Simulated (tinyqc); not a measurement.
Illuminated p-n diode, drift-diffusion by the Gummel loop with Scharfetter-Gummel fluxes: one step of the calculation.

Abrupt junction at x = 0, p side from -Lp, n side to Ln, ohmic contacts. psi is counted from the intrinsic level; n = ni exp((psi - phin)/Vt), p = ni exp((phip - psi)/Vt). Contacts: p side psi = V - Vt ln(Na/ni), p = Na, n = ni^2/Na; n side psi = Vt ln(Nd/ni), n = Nd, p = ni^2/Nd. Constant mobilities, D = mu Vt, Boltzmann statistics, SRH recombination through a mid-gap level, U = (n p - ni^2)/(tp (n + ni) + tn (p + ni)). Current is positive from the p contact to the n contact.

Problem. Recombination and current. U_i as defined. J = Jn at the p contact + Jp at the n contact + q sum w_i U_i - q G sum w_i over the inner nodes, which avoids differences of large majority fluxes: Jn = (q mun Vt/h_0)[n_1 B(d_0) - n_0 B(-d_0)], Jp = (q mup Vt/h_last)[p_(N-1) B(d_last) - p_N B(-d_last)], d_i = (psi_(i+1) - psi_i)/Vt, B(d) = d/(exp(d) - 1), w_i = (h_(i-1) + h_i)/2.

Inputs (values chosen for the exercise); band and dielectric values close to those of indium phosphide:

| symbol | value | unit | meaning |
|---|---|---|---|
| T | 300 | K | temperature |
| mun | 3300 | cm^2/(V s) | electron mobility |
| mup | 150 | cm^2/(V s) | hole mobility |
| tn | 2e-10 | s | SRH lifetime of electrons |
| tp | 8e-9 | s | SRH lifetime of holes |
| G | 2e21 | cm^-3 s^-1 | uniform generation rate |

Constants: q = 1.602176634e-19 C, kB = 1.380649e-23 J/K, Vt = kB T/q. Results are converted to the units shown.

```
node	x (nm)	converged psi (V)	converged n (cm^-3)	converged p (cm^-3)
0	-1800	0.41831332	0.062702069	4.5e15
1	-1010	0.41433415	6.1719508e13	4.5596060e15
2	-556	0.41292541	1.0207618e14	4.5867715e15
3	-297	0.41420068	1.3642717e14	4.3046732e15
4	-148	0.42976939	2.7307406e14	2.3476385e15
5	-62.9	0.47420376	1.5504415e15	4.2035320e14
6	-14	0.52687315	1.1911535e16	5.4709627e13
7	14	0.58293806	1.0419988e17	6.2089284e12
8	55.4	0.59016014	1.3778787e17	4.5466925e12
9	117	0.59056067	1.3994674e17	4.2131789e12
10	207	0.59056907	1.4000310e17	3.7978150e12
11	341	0.59056609	1.4000312e17	3.1226899e12
12	538	0.59056149	1.4000199e17	1.9946870e12
13	830	0.59055461	1.4e17	0.0020154236
```

ni = 1.6797598e7 cm^-3

Find: U; Jn at the p contact; Jp at the n contact; recombination; generation; J.

Solution.

U, node 0 to 13 (cm^-3 s^-1): 0  2.0020e23  2.7002e23  3.0080e23  2.4154e23  5.2190e22  6.8379e21  7.7611e20  5.6834e20  5.2665e20  4.7473e20  3.9034e20  2.4934e20  0
Jn at the p contact = 11.521 A/cm^2
Jp at the n contact = 0.042447 A/cm^2
recombination = 5.0381 A/cm^2
generation = 0.066939 A/cm^2
J = 16.535 A/cm^2

Program tinyqc, `OMP_NUM_THREADS=1 python tinyqc.py 2240118 2240119 out.jsonl`; Intel Xeon 2.30GHz, shared host, one thread, about 1 s.
